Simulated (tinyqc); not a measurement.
Inside a calculation. Model: p-n junction with a stepped n side, non-linear Poisson equation by Newton steps.

tinyqc, about 0.02 s, one thread, Intel Xeon 2.30GHz (shared host): `OMP_NUM_THREADS=1 python tinyqc.py 2000018 2000019 out.jsonl` Printed values are rounded.

One dimension, p side on the left, n side on the right; net doping C = -Na for x < 0, +N1 for 0 < x < L1 and +Nd beyond. The potential psi is counted from the intrinsic level, and the quasi-Fermi potentials are flat: 0 for holes and -V for electrons, so n = ni exp((psi + V)/Vt) and p = ni exp(-psi/Vt) (Boltzmann statistics, full ionisation, no current).

Parameters, values chosen for the exercise; band and dielectric values close to those of In0.53Ga0.47As: temperature T = 300 K; band gap Eg = 0.742 eV; relative permittivity eps_r = 14; conduction-band density of states at T Nc = 2.13e17 cm^-3; valence-band density of states at T Nv = 7.71e18 cm^-3; acceptor density of the p side Na = 6.2e17 cm^-3; donor density of the n side Nd = 2.9e16 cm^-3; bias of the p side against the n side V = 0.09 V; width of the first n layer L1 = 110 nm; donor density of the first n layer N1 = 5.8e15 cm^-3.

Constants: q = 1.602176634e-19 C, kB = 1.380649e-23 J/K, Vt = kB T/q, eps0 = 8.8541878128e-14 F/cm where lengths are in cm. Results are converted to the units shown.

Range of the model: Flat quasi-Fermi levels over the whole structure hold only for low forward bias and sides short against the diffusion lengths.

## Intrinsic density, end potentials and Debye lengths

ni = sqrt(Nc Nv) exp(-Eg/(2 Vt)), Eg in volts; psi_p = -Vt ln(Na/ni), psi_n = Vt ln(Nd/ni) - V; Debye length sqrt(eps0 eps_r Vt/(q N)).

ni = 7.50225e11 cm^-3
psi_p = -0.352230 V
psi_n = 0.183060 V
Debye length, p side = 5.67982 nm
Debye length, n side = 26.2622 nm

## Net doping on the mesh

x, node 0 to 13 (nm): -51.3  -38.6  -27.6  -18.1  -9.98  -3  3  13.1  29.9  58.2  106  185  318  542

C = -Na for x < 0, +N1 for 0 < x < L1 and +Nd beyond, taken at the nodes.

net doping C, node 0 to 13 (cm^-3): -6.2e17  -6.2e17  -6.2e17  -6.2e17  -6.2e17  -6.2e17  5.8e15  5.8e15  5.8e15  5.8e15  5.8e15  2.9e16  2.9e16  2.9e16

## Couplings between neighbouring nodes

a_i = eps0 eps_r/h_i for the interval from node i to i + 1, with h_i = x_(i+1) - x_i in cm.

coupling a_i, interval 0 to 12 (F/cm^2): 9.76052e-7  1.12690e-6  1.30483e-6  1.52658e-6  1.77591e-6  2.06598e-6  1.22731e-6  7.37849e-7  4.38016e-7  2.59328e-7  1.56910e-7  9.32020e-8  5.53387e-8

## Starting potential

The parabolas of an abrupt Na-Nd junction in the depletion approximation: psi_p + q Na (x + xp)^2/(2 eps0 eps_r) for -xp < x < 0, psi_n - q Nd (xn - x)^2/(2 eps0 eps_r) for 0 < x < xn, flat outside, with W = sqrt(2 eps0 eps_r (psi_n - psi_p)(1/Na + 1/Nd)/q), xp = W Nd/(Na + Nd), xn = W Na/(Na + Nd), psi_p = -Vt ln(Na/ni), psi_n = Vt ln(Nd/ni) - V.

psi at the start, node 0 to 13 (V): -0.352230  -0.352230  -0.352230  -0.352230  -0.352230  -0.343279  -0.309905  -0.250418  -0.159939  -0.031445  0.117414  0.183060  0.183060  0.183060

## Iteration 1: densities, residual and Jacobian diagonal

n_i = ni exp((psi_i + V)/Vt), p_i = ni exp(-psi_i/Vt), rho_i = p_i - n_i + C_i, g_i = (n_i + p_i)/Vt. Box widths w_i = (h_(i-1) + h_i)/2 in cm. Residual F_i = a_i (psi_(i+1) - psi_i) - a_(i-1) (psi_i - psi_(i-1)) + q rho_i w_i; Jacobian: a_(i-1) and a_i beside the diagonal, b_i = -a_(i-1) - a_i - q g_i w_i on it. The two end nodes are fixed.

```
node	n (cm^-3)	p (cm^-3)
0	2.95070e7	6.2e17
1	2.95070e7	6.2e17
2	2.95070e7	6.2e17
3	2.95070e7	6.2e17
4	2.95070e7	6.2e17
5	4.17143e7	4.38562e17
6	1.51688e8	1.20605e17
7	1.51457e9	1.20789e16
8	5.01502e10	3.64791e14
9	7.22566e12	2.53185e12
10	2.28876e15	7.99312e9
11	2.9e16	6.30838e8
12	2.9e16	6.30838e8
13	2.9e16	6.30838e8
```

```
node	residual F (C/cm^2)	diagonal b (F/cm^2)
1	-5.60244e-18	-6.65625e-6
2	-4.84600e-18	-6.37023e-6
3	-4.16519e-18	-6.21661e-6
4	1.58952e-8	-6.20354e-6
5	3.41896e-8	-5.60586e-6
6	2.03614e-8	-3.89499e-6
7	-2.39652e-9	-2.06585e-6
8	-8.25017e-9	-1.18096e-6
9	-1.41462e-8	-6.97574e-7
10	-2.47362e-8	-5.06168e-7
11	-1.03004e-8	-2.15522e-6
12	1.80413e-15	-3.35667e-6
```

## Iteration 1: Newton step

Solve the tridiagonal system a_(i-1) d_(i-1) + b_i d_i + a_i d_(i+1) = -F_i for nodes 1 to 12, with d = 0 on fixed nodes. If the largest |d| exceeds 4 Vt, the whole step is scaled down so that it equals 4 Vt.

Newton step d, before damping, node 1 to 12 (V): 0.0000535  0.0003158  0.0014954  0.0058197  0.0100932  0.0058357  -0.0150603  -0.0486251  -0.0868966  -0.0970664  -0.0118604  -0.0003293
psi after iteration 1, node 0 to 13 (V): -0.352230  -0.352176  -0.351914  -0.350734  -0.346410  -0.333186  -0.304069  -0.265478  -0.208564  -0.118341  0.020348  0.171200  0.182731  0.183060

## Iteration 2: densities, residual and Jacobian diagonal

As before.

```
node	n (cm^-3)	p (cm^-3)
0	2.95070e7	6.2e17
1	2.95680e7	6.18719e17
2	2.98696e7	6.12473e17
3	3.12641e7	5.85154e17
4	3.69565e7	4.95023e17
5	6.16374e7	2.96805e17
6	1.90102e8	9.62340e16
7	8.45840e8	2.16286e16
8	7.64550e9	2.39282e15
9	2.50656e11	7.29857e13
10	5.35742e13	3.41476e11
11	1.83296e16	9.98077e8
12	2.86329e16	6.38926e8
13	2.9e16	6.30838e8
```

```
node	residual F (C/cm^2)	diagonal b (F/cm^2)
1	2.51495e-13	-6.64684e-6
2	7.56412e-12	-6.32242e-6
3	1.43627e-10	-6.02635e-6
4	1.76542e-9	-5.61876e-6
5	3.06419e-9	-5.03569e-6
6	3.68107e-10	-3.77340e-6
7	5.41548e-10	-2.14545e-6
8	4.84795e-10	-1.20931e-6
9	2.72082e-11	-6.99071e-7
10	-6.45844e-9	-4.18356e-7
11	-4.47368e-9	-1.45424e-6
12	-6.70062e-12	-3.31607e-6
```

## Iteration 2: Newton step

As before.

Newton step d, before damping, node 1 to 12 (V): 0.0000074  0.0000435  0.0001984  0.0006519  0.0008978  0.0001448  -0.0013661  -0.0049469  -0.0124633  -0.0253469  -0.0058218  -0.0001656
psi after iteration 2, node 0 to 13 (V): -0.352230  -0.352169  -0.351871  -0.350536  -0.345758  -0.332288  -0.303924  -0.266844  -0.213511  -0.130805  -0.004999  0.165378  0.182565  0.183060

## Course of the Newton iteration

Stop when the largest undamped |d| is below 1e-9 V, or after 80 iterations.

Course of the iteration:
```
iteration	largest |F| (C/cm^2)	largest |d| (V)	at node
1	3.42e-8	0.0971	10
2	6.46e-9	0.0253	10
3	7.33e-10	6.60e-4	11
4	8.02e-12	7.32e-6	11
5	9.71e-16	8.87e-10	11
```

Converged in 5 iterations. Once the step is below 0.1 Vt, 2 more iteration(s) reach the threshold: near the solution the error is roughly squared each time.

## Converged densities, field and charge

converged psi, node 0 to 13 (V): -0.352230  -0.352169  -0.351870  -0.350534  -0.345753  -0.332285  -0.303930  -0.266868  -0.213578  -0.130991  -0.005412  0.164711  0.182546  0.183060

n and p as above; field E_i = -(psi_(i+1) - psi_i)/h_i on each interval; charge on either side of the peak Q = eps0 eps_r |E|max (Gauss).

```
node	n (cm^-3)	p (cm^-3)
0	2.95070e7	6.2e17
1	2.95766e7	6.18540e17
2	2.99203e7	6.11435e17
3	3.15070e7	5.80643e17
4	3.79072e7	4.82607e17
5	6.38227e7	2.86643e17
6	1.91126e8	9.57186e16
7	8.01579e8	2.28228e16
8	6.29753e9	2.90500e15
9	1.53665e11	1.19053e14
10	1.97795e13	9.24913e11
11	1.42609e16	1.28283e9
12	2.84287e16	6.43515e8
13	2.9e16	6.30838e8
```

field E, interval 0 to 12 (kV/cm): -0.0480  -0.2715  -1.4062  -5.8878  -19.2952  -47.2585  -36.6958  -31.7199  -29.1828  -26.2718  -21.5345  -1.3410  -0.0230
peak |E| = 47.2585 kV/cm
charge Q = 58.5810 nC/cm^2

A mesh of more than 1000 nodes gives a peak field of 49.58 kV/cm; the 14-node value is 4.7 % below it.
